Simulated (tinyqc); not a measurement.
Hot carriers by balance equations with a heated Maxwellian: one step, computed by the program tinyqc.

The carriers follow a Maxwellian at an electron temperature T_e, slightly displaced; the drift energy is neglected against k_B T_e. The balance averages the rate, not the time, so mu_0 lies below the relaxation-time value.

Task: First iteration. Parabolic band: E = hbar^2 k^2/(2 m), speed v = hbar k/m, states per spin, volume and energy g(E) = m k/(2 pi^2 hbar^2). Masses are multiplied by m_0 and all formulas are in SI units. Phonon occupation N_q = 1/(exp(hbar w/(k_B T)) - 1). Acoustic deformation potential (elastic, equipartition, absorption and emission together): 1/tau = 2 pi k_B T D_A^2 g(E)/(hbar rho v_l^2). Optical or intervalley deformation potential: 1/tau = (pi Z_f D_o^2/(rho w)) [N_q g(E + hbar w) + (N_q + 1) g(E - hbar w)], with g = 0 below the band edge. Averages over the Maxwellian, <y> = int y x^(1/2) exp(-x) dx / int x^(1/2) exp(-x) dx with x = E/(k_B T_e), split at x_0 = hbar w/(k_B T_e): 64 Gauss-Legendre points in sqrt(x) below it and 128 in sqrt(x - x_0) above it, up to x = 32. Momentum balance: mu(T_e) = e/(m nu), nu = <x (sum of rates)>/<x>. Power lost per carrier: P(T_e) = hbar w <emission rate - absorption rate> + <(2 m v_l^2/(k_B T)) (E - 2 k_B T) acoustic rate>. Newton: h(T_e) = P - e mu F^2, T_new = T_e - h/h', with h' by a central difference of +/- 0.5 K, limited to the range T to 3 T_e. Start at T_e = 1.5 T.

Inputs (values chosen for the exercise, for a model non-polar semiconductor):

| quantity | value | unit |
|---|---|---|
| effective mass m | 0.496 | m_0 |
| density rho | 3080 | kg/m^3 |
| sound velocity v_l | 11600 | m/s |
| acoustic deformation potential D_A | 11 | eV |
| phonon energy hbar w | 28.8 | meV |
| optical or intervalley deformation potential D_o | 4.5 | 1e8 eV/cm |
| final valleys Z_f | 3 | - |
| lattice temperature T | 400 | K |
| electric field F | 12 | kV/cm |

Band: parabolic. Solver: Newton.

Constants: k_B = 8.617333262e-05 eV/K; k_B = 1.380649e-23 J/K; e = 1.602176634e-19 C; hbar = 1.054571817e-34 J s; m_0 = 9.1093837015e-31 kg; hbar = 6.582119569e-16 eV s.

Give: mu at the start; P at the start; new T_e.

Result:

mu at the start = 126.94 cm^2/(V s)

P at the start = 6.3550e+10 eV/s

new T_e = 449.88 K
